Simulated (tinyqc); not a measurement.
Minority carriers and saturation current of a heavily doped emitter: two steps of the calculation.

n-type, parabolic bands, full ionisation. eta = (EF - Ec)/kB T solves N = Nc F12(eta), F12(x) = (2/sqrt(pi)) int_0^infinity sqrt(u)/(1 + exp(u - x)) du. The gap shrinks rigidly by dEg = a3 y^(1/3) + a4 y^(1/4) + a2 y^(1/2), y = N/1e18 cm^-3, an empirical law that is here taken as the true narrowing.

Values chosen for this exercise; band and dielectric values close to those of silicon:
- T = 300 K (temperature)
- Eg = 1.13 eV (band gap)
- Nc = 2.77e19 cm^-3 (conduction-band density of states at 300 K)
- Nv = 2.66e19 cm^-3 (valence-band density of states at 300 K)
- N = 1.2e19 cm^-3 (ionised donor density)
- a3 = 17 meV (coefficient of (N/1e18)^(1/3))
- a4 = 2.2 meV (coefficient of (N/1e18)^(1/4))
- a2 = 3.4 meV (coefficient of (N/1e18)^(1/2))

Constants: q = 1.602176634e-19 C, kB = 1.380649e-23 J/K, Vt = kB T/q. Results are converted to the units shown.

Question 1. Fermi level. Newton step on ln F12(eta) = ln(N/Nc): eta(new) = eta - ln(Nc F12/N) F12/Fm, Fm(x) = dF12/dx = (1/sqrt(pi)) int_0^infinity u^(-1/2)/(1 + exp(u - x)) du.

eta at the start (Boltzmann value) = -0.8365

Find: F12; Fm; eta after iteration 1.

Answer 1.

F12 = 0.37914
Fm = 0.33474
eta after iteration 1 = -0.68550

Question 2. Effective intrinsic density. ni = sqrt(Nc Nv) exp(-Eg/(2 Vt)), Eg in volts; degeneracy factor g = F12(eta) exp(-eta); nie^2 = ni^2 exp(dEg/kB T) g, p0 = nie^2/N; apparent narrowing dEg + kB T ln g.

converged eta = -0.68427893

Give: ni; dEg; g; apparent narrowing; nie; p0.

Answer 2.

ni = 8.752e9 cm^-3
dEg = 54.79 meV
g = 0.8588
apparent narrowing = 50.86 meV
nie = 2.340e10 cm^-3
p0 = 45.64 cm^-3

Narrowing multiplies p0 by 8.33 and degeneracy by 0.859.

Range of the model: Band tails, non-parabolic bands and incomplete ionisation are left out.

Computed by the program tinyqc: `OMP_NUM_THREADS=1 python tinyqc.py 2330137 2330138 out.jsonl`, one thread of a shared Intel Xeon 2.30GHz, about 0.01 s for the whole run.
